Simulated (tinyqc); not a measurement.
Changing the silicon available t_Si: thermodynamics of metal silicides: hull, first phase, silicon consumed, nucleation and stability against SiO2. Computed by tinyqc, a small Python program. Command: `OMP_NUM_THREADS=1 python tinyqc.py 3011693 3011694 out.jsonl silphase sweep`. One thread of a shared host (Intel(R) Xeon(R) Processor @ 2.30GHz), about 0.01 s of CPU time with the checks.

Entropies of formation of the solids are neglected, so heats stand for free energies. Si fractions: M2Si 0.3333, MSi 0.5000, MSi2 0.6667.

Inputs (values chosen for the exercise, for a model metal):
```
quantity,value,unit
heat of formation of M2Si,-50,kJ/mol atoms
heat of formation of MSi,-60.9,kJ/mol atoms
heat of formation of MSi2,-21.9,kJ/mol atoms
molar volume of M,9.09,cm^3/mol
molar volume of Si,12.06,cm^3/mol
metal thickness t,4.1,nm
```

Phases: M2Si, MSi, MSi2.

Method. A phase is stable if it lies below every straight line between a phase on its left and one on its right (M and Si at zero). Distance = its heat less the lowest such line, negative for a stable phase. Overall Si fraction x0 = (t_Si/V_Si)/(t_Si/V_Si + t/V_M). In equilibrium the two stable phases that bracket x0 share the atoms by the lever rule.

One run for each value:
```
silicon available t_Si (nm),overall Si fraction x0,share of atoms in the Si-richer phase
1.23,0.18442,0.55326
3.38,0.38324,0.29942
5.53,0.50412,0.00824
7.69,0.58570,0.17140
9.84,0.64400,0.28799
12.00,0.68809,0.37618
14.10,0.72161,0.44322
16.30,0.74978,0.49957
18.40,0.77182,0.54365
```

Describe and explain the trends.

Over the rows, overall Si fraction x0 rises from 0.184 to 0.772 (exponent d ln y / d ln x 0.72 between the first rows and 0.24 between the last); share of atoms in the Si-richer phase goes from 0.553 through a minimum among these rows, 0.00824 at 5.53, to 0.544. The share restarts from zero each time x0 passes the composition of a stable phase.

Extremes, crossings and ranges named in words are read from the listed rows.
